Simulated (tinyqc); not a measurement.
# Frequency dispersion of an accumulation capacitance by border traps, distributed model, step by step

Program tinyqc, `OMP_NUM_THREADS=1 python tinyqc.py 2202098 2202099 out.jsonl`; Intel Xeon 2.30GHz, shared host, one thread, about 0.7 s. Printed values are rounded.

Traps spread evenly through the insulator exchange electrons with the semiconductor by tunnelling, with tau(x) = t0 exp(2 ka x) at depth x from the interface. The admittance per area Y seen at depth x obeys dY/dx = -Y^2/(i w eps0 eox) + q Nb ln(1 + i w tau)/tau, with Y(0) = i w Cs and w = 2 pi f; the gate sees Y(tox) = G + i w C. Working variable y = Y/(i w), in uF/cm^2. Cox = eps0 eox/tox.

Inputs (values chosen for the exercise); permittivity close to that of silicon dioxide:
```
symbol,value,unit,meaning
eox,3.71,,relative permittivity of the insulator
tox,11,nm,insulator thickness
Cs,1.4,uF/cm^2,semiconductor capacitance in accumulation
Nb,4.3e19,cm^-3 eV^-1,density of border traps
ka,4,1/nm,decay constant of the wave function in the insulator
t0,1e-11,s,time constant of a trap at the interface
f,1000,Hz,frequency
xe,2.7,nm,depth down to which the steps are taken
```

Constants: q = 1.602176634e-19 C, eps0 = 8.8541878128e-14 F/cm where lengths are in cm. Results are converted to the units shown.

## Scales and lumped estimate

Cox; trap-free value 1/(1/Cox + 1/Cs); response depth d = ln(1/(w t0))/(2 ka), where w tau = 1; lumped estimate: all traps within d act as C_bt = q Nb d placed at d/2, so C = 1/{1/[1/(1/Cs + d/(2 eps0 eox)) + C_bt] + (tox - d/2)/(eps0 eox)}.

Cox = 0.298628 uF/cm^2
trap-free C = 0.246127 uF/cm^2
d = 2.07285 nm
C_bt = 1.42806 uF/cm^2
lumped C = 0.289859 uF/cm^2

The traps within reach amount to 1.02 Cs and lie in the first 18.8 % of the insulator.

## Midpoint steps through the active depth

In terms of y: dy/dx = -y^2/(eps0 eox) + s(x), s = q Nb ln(1 + z)/z, z = i w tau. 9 midpoint steps of h = xe/9: y_half = y + (h/2) y'(x, y), y(new) = y + h y'(x + h/2, y_half).

| point | x (nm) | s (uF/(cm^2 nm)) | y (uF/cm^2) |
|---|---|---|---|
| 0 | 0 | 0.688936+0.000000i | 1.40000+0.00000i |
| 1 | 0.3 | 0.688936+0.000000i | 1.42412+0.00000i |
| 2 | 0.6 | 0.688936-0.000003i | 1.44278+0.00000i |
| 3 | 0.9 | 0.688936-0.000029i | 1.45716+0.00000i |
| 4 | 1.2 | 0.688936-0.000320i | 1.46823-0.00003i |
| 5 | 1.5 | 0.688912-0.003522i | 1.47672-0.00033i |
| 6 | 1.8 | 0.686040-0.038586i | 1.48315-0.00362i |
| 7 | 2.1 | 0.495196-0.258852i | 1.47936-0.03739i |
| 8 | 2.4 | 0.075341-0.131772i | 1.35359-0.09092i |
| 9 | 2.7 | 0.007137-0.022893i | 1.21153-0.08499i |

## Capacitance and conductance at the gate

y at xe = 1.21153-0.08499i uF/cm^2

Beyond xe the traps are ignored, so 1/y(tox) = 1/y(xe) + (tox - xe)/(eps0 eox); C = Re y, G/w = -Im y, loss tangent G/(w C).

y at the gate = 0.298591-0.005139i uF/cm^2
C = 0.298591 uF/cm^2
G/w = 0.00513886 uF/cm^2
loss tangent = 0.0172104

A fine integration over the whole insulator gives C = 0.29917 and G/w = 0.005453 uF/cm^2; the coarse G/w is 5.8 % below that. The fine C is 22 % above the trap-free value, and the lumped estimate is 3.1 % below the fine result.
